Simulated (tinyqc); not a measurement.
Worked calculation: tight binding, kagome lattice. One step of it, computed by the program tinyqc.

Question. Levels at K. Diagonalise the Hermitian matrix.

H(k) at K (eV), order A, B, C:
$$\begin{pmatrix}
0.000000 & -0.640000+0.467654i & -0.640000-0.467654i \\
-0.640000-0.467654i & 0.000000 & -0.640000+0.467654i \\
-0.640000+0.467654i & -0.640000-0.467654i & 0.000000
\end{pmatrix}$$

Give: eigenvalues; weights |c|^2 of the basis functions.

Answer.

eigenvalues (eV): [-1.280, -0.170, 1.450]

weights |c|^2 of the basis functions, order A, B, C:
$$\begin{pmatrix}
0.333 & 0.333 & 0.333 \\
0.333 & 0.333 & 0.333 \\
0.333 & 0.333 & 0.333
\end{pmatrix}$$
